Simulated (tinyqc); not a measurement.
# Undoped symmetric double-gate MOSFET, analytic potential model, step by step

tinyqc, about 0.01 s, one thread, Intel Xeon 2.30GHz (shared host): `OMP_NUM_THREADS=1 python tinyqc.py 2440030 2440031 out.jsonl` Printed values are rounded.

An undoped body of thickness ts between two equal insulators and tied gates; long channel, electrons only, n = ni exp((psi - V)/Vt) with V the quasi-Fermi potential (0 at the source, Vd at the drain), constant mobility, no quantisation. Across the body psi(x) = V - 2 Vt ln[(ts/(2 beta)) sqrt(q ni/(2 eps0 eps_r Vt)) cos(2 beta x/ts)], x from the centre. Q is the electron charge per area of the whole body.

Values chosen for this exercise; material values close to those of silicon:
- T = 325 K (temperature)
- Eg = 1.13 eV (band gap)
- eps_r = 11.7 (relative permittivity of the semiconductor)
- Nc = 3.21e19 cm^-3 (conduction-band density of states at T)
- Nv = 2.94e19 cm^-3 (valence-band density of states at T)
- eox = 25.9 (relative permittivity of the gate insulator)
- tox = 10 nm (insulator thickness)
- ts = 8 nm (body thickness)
- dphi = 0.18 V (gate work function less that of the intrinsic body)
- mu = 380 cm^2/(V s) (channel mobility)
- L = 0.2 um (gate length)
- Vg = 1.29 V (gate voltage)
- Vd = 1 V (drain voltage)

Constants: q = 1.602176634e-19 C, kB = 1.380649e-23 J/K, Vt = kB T/q, eps0 = 8.8541878128e-14 F/cm where lengths are in cm. Results are converted to the units shown.

Range of the model: The surface density at the source passes 0.3 Nc, where Boltzmann statistics fail. mu V/L, with V the smaller of Vd and Vg - V0, passes 3e6 cm/s, so velocity saturation, left out here, would lower the current.

## Constants of the body

ni = sqrt(Nc Nv) exp(-Eg/(2 Vt)), Eg in volts; r = eps_r tox/(eox ts); V0 = dphi + 2 Vt ln[(2/ts) sqrt(2 eps0 eps_r Vt/(q ni))].

ni = 5.320662e10 cm^-3
r = 0.5646718
V0 = 0.6719598 V

## Iteration 1: beta at the source by Newton steps

beta at the start = 1.4

With V = 0: f = ln(beta) - ln(cos beta) + 2 r beta tan(beta) - (Vg - V0)/(2 Vt); f' = 1/beta + tan(beta) + 2 r [tan(beta) + beta/cos^2(beta)]; beta(new) = beta - f/f'.

f = 0.2416094
f' = 67.78981
beta after iteration 1 = 1.396436

## Iteration 2: beta at the source by Newton steps

As before.

f = 0.004648576
f' = 65.20749
beta after iteration 2 = 1.396365

## Course of the iteration: beta at the source by Newton steps

Stop when beta changes by less than 1e-11, or after 40 iterations. beta must stay between 0 and pi/2.

Course of the iteration:
```
iteration      beta  |change|
1          1.396436   3.56e-3
2          1.396365   7.13e-5
3          1.396365   2.74e-8
4          1.396365  4.22e-15
```

Converged in 4 iterations. The change falls from 0.0036 in the first iteration to below the tolerance in the last.

## Charges and drain current

beta_s = 1.396365
beta_d = 0.001092628

beta (between 0 and pi/2) solves (Vg - V0 - V)/(2 Vt) = ln(beta) - ln(cos beta) + 2 r beta tan(beta). Q = 8 eps0 eps_r Vt beta tan(beta)/ts; I = mu (1/L)(4 eps0 eps_r/ts)(2 Vt)^2 [g(beta_s) - g(beta_d)] per width, g = beta tan(beta) - beta^2/2 + r beta^2 tan^2(beta), with beta_s at V = 0 and beta_d at V = Vd.

Qs = 2298.942 nC/cm^2
Qd = 3.463663e-4 nC/cm^2
g(beta_s) = 42.40336
g(beta_d) = 5.969191e-7
I = 1309.275 uA/um

The term r beta^2 tan^2(beta), which gives the square law, makes up 83.6 % of g at the source.

## Potential and electron density across the body at the source

x/ts, point 0 to 6: 0  0.1  0.2  0.3  0.4  0.45  0.5

psi(x) as above with V = 0 and beta = beta_s; n = ni exp(psi/Vt).

```
point    psi (V)    n (cm^-3)
0      0.5106608  4.413551e18
1      0.5128741  4.776501e18
2      0.5198941  6.137184e18
3      0.5331692  9.858819e18
4      0.5568632  2.297462e19
5      0.5764555  4.624522e19
6      0.6087557  1.465366e20
```

The density at the surface is 33.2 times that at the centre (1/cos^2 beta). It reaches 4.6 Nc, where Boltzmann statistics overestimate it.
